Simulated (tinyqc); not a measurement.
# Gate-all-around wire with two subbands, quantum capacitance: two studies

phi is the Fermi level above the lowest subband edge, in volts; Vg is counted from the gate voltage at which an empty wire would have phi = 0. Both directions of motion are filled (equilibrium).

Parameters, values chosen for the exercise: temperature T = 400 K; relative permittivity of the gate insulator (close to zirconium oxide) eox = 24.9; insulator thickness tox = 6.9 nm; mass along the wire md = 0.27 m0; valley degeneracy gv = 4; second subband above the first E2 = 0.2 eV; orbital degeneracy of the second subband g2 = 2; radius of the wire rw = 2.7 nm; gate voltage Vg = 1.13 V.

Constants: q = 1.602176634e-19 C, kB = 1.380649e-23 J/K, hbar = 1.054571817e-34 J s, m0 = 9.1093837015e-31 kg, Vt = kB T/q, eps0 = 8.8541878128e-14 F/cm where lengths are in cm. Results are converted to the units shown.

Each table varies one quantity; the others keep the values above.

## Effect of the gate voltage

N1 = gv sqrt(2 md m0 kB T/(pi hbar^2)); n1 = N1 F(phi/Vt), n2 = g2 N1 F((phi - E2)/Vt), n = n1 + n2, F(e) = (1/sqrt(pi)) int_0^infinity u^(-1/2) du/(1 + exp(u - e)); Cq = q dn/dphi = (q N1/Vt) [F'(phi/Vt) + g2 F'((phi - E2)/Vt)]. Cox = 2 pi eps0 eox/ln(1 + tox/rw) per length; Vg = phi + q n/Cox. 1/C_G = 1/Cox + 1/(Cq); dphi/dVg = Cox/(Cox + Cq).

The same in every row: Cox (pF/cm) = 10.92.

Effect of the gate voltage:
```
Vg (V),phi (V),n (cm^-1),Cq (pF/cm),C_G (pF/cm),dphi/dVg,share of the second band (%)
-0.2,-0.2005,3.335e4,0.1547,0.1525,0.9860,0.6018
-0.09,-0.09897,6.113e5,2.734,2.186,0.7998,0.6242
0.02,-0.03170,3.524e6,13.02,5.939,0.4561,0.7617
0.13,0.01030,8.159e6,21.74,7.269,0.3343,1.110
0.24,0.04532,1.327e7,24.19,7.524,0.3110,1.876
0.36,0.08284,1.889e7,23.79,7.485,0.3146,3.854
0.47,0.1169,2.407e7,25.74,7.667,0.2979,7.815
0.58,0.1473,2.950e7,32.36,8.165,0.2523,14.24
0.69,0.1724,3.528e7,41.61,8.650,0.2079,21.79
0.8,0.1936,4.133e7,49.97,8.962,0.1793,28.95
```

What does the table show?

As Vg goes from -0.2 to 0.8, Cq moves up and down between 0.155 and 50.0 pF/cm, C_G/Cox moves up and down between 0.0140 and 0.821 and n rises from 33300 to 4.13e7 cm^-1. Cq is below Cox for Vg = -0.2, -0.09; there the density of states limits the response dn/dVg more than the insulator does. The peak of Cq mirrors the inverse-square-root peak of the density of states at a subband edge.

## Effect of the insulator thickness

Same model as above.

Effect of the insulator thickness:
```
tox (nm),phi (V),n (cm^-1),Cq (pF/cm),Cox (pF/cm),C_G (pF/cm),dphi/dVg,share of the second band (%)
0.5,0.8039,1.659e8,20.11,81.53,16.13,0.8022,63.40
0.9,0.6476,1.450e8,23.13,48.15,15.63,0.6755,62.41
1.6,0.4873,1.194e8,28.53,29.77,14.57,0.5106,60.46
2.9,0.3538,9.199e7,39.12,18.99,12.78,0.3268,56.35
5.2,0.2732,6.900e7,53.29,12.90,10.39,0.1949,49.01
9.3,0.2261,5.239e7,57.48,9.287,7.995,0.1391,39.15
17,0.1919,4.081e7,49.36,6.970,6.108,0.1237,28.38
30,0.1651,3.345e7,38.69,5.554,4.857,0.1255,19.43
```

What does the comparison show?

As tox goes from 0.5 to 30, Cq goes from 20.1 through a maximum of 57.5 (at tox = 9.3 among the rows listed) to 38.7 pF/cm, C_G/Cox goes from 0.198 through a maximum of 0.876 (at tox = 17 among the rows listed) to 0.874 and n falls from 1.66e8 to 3.34e7 cm^-1. Cq is below Cox for tox = 0.5, 0.9, 1.6; there the density of states limits the response dn/dVg more than the insulator does. With the insulator thinned by a factor of 60.0, the charge grows only by 4.96 while Cox grows by 14.7.

Numbers from tinyqc (`OMP_NUM_THREADS=1 python tinyqc.py 2200005 2200006 out.jsonl`; about 0.01 s on one thread of a shared Intel Xeon 2.30GHz).
